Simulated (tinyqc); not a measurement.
Film, cylinder and sphere at the same misfit: thermal stress, cracking, delamination and buckling of a thin film; Griffith cracks and misfitting inclusions. Computed by tinyqc, a small Python program. Command: `OMP_NUM_THREADS=1 python tinyqc.py 3004704 3004705 out.jsonl filmcrack walk`. One thread of a shared host (Intel(R) Xeon(R) Processor @ 2.30GHz), about 0.01 s of CPU time with the checks.

Isotropic linear elasticity; the substrate is much thicker than the film; stress is positive in tension.

Inputs (values chosen for the exercise, modelled on a porous low-k oxide on silicon):

| quantity | value | unit |
|---|---|---|
| film Young's modulus E | 8.18 | GPa |
| film Poisson ratio nu | 0.26 | - |
| film expansion alpha_f | 12.6 | 1e-6/K |
| substrate expansion alpha_s | 3.3 | 1e-6/K |
| deposition temperature T_d | 475 | K |
| final temperature T | 300 | K |
| intrinsic stress | 12 | MPa |
| film thickness h | 0.48 | micrometre |
| substrate Young's modulus E_s | 161 | GPa |
| substrate Poisson ratio nu_s | 0.26 | - |

Method. Thermal strain = (alpha_f - alpha_s)(T_d - T); stress = E/(1 - nu) x strain + intrinsic stress; plane-strain modulus Ebar = E/(1 - nu^2); G0 = stress^2 h/(2 Ebar) is the energy freed per area when a long strip loses its stress across its width. Thermal misfit e alone, mean stress = trace/3 and largest difference of principal stresses inside. Film: E e/(1 - nu) in two directions, 0 in the third. Cylinder: s0 = (1 + nu) e/[(1 + nu)(1 - 2 nu)/E + (1 + nu_s)/E_s] twice and s_zz = E e + 2 nu s0. Sphere: e/[(1 - 2 nu)/E + (1 + nu_s)/(2 E_s)] three times.

thermal strain = 0.0016275

Stresses inside (MPa):

| shape | s1 | s2 | s3 | mean | largest difference |
|---|---|---|---|---|---|
| film | 17.990 | 17.990 | 0.000 | 11.994 | 17.990 |
| cylinder | 25.081 | 25.081 | 26.355 | 25.505 | 1.274 |
| sphere | 26.001 | 26.001 | 26.001 | 26.001 | 0.000 |

The mean stress in size is 12 MPa in the film, 26 in the cylinder and 26 in the sphere, while the largest difference, twice the largest shear stress, goes from 18 through 1 to 0. In a ductile solid shear can relax by slip and hydrostatic stress cannot, so a confined metal builds up the triaxial stress that opens voids.

Extremes, crossings and ranges named in words are read from the listed rows.
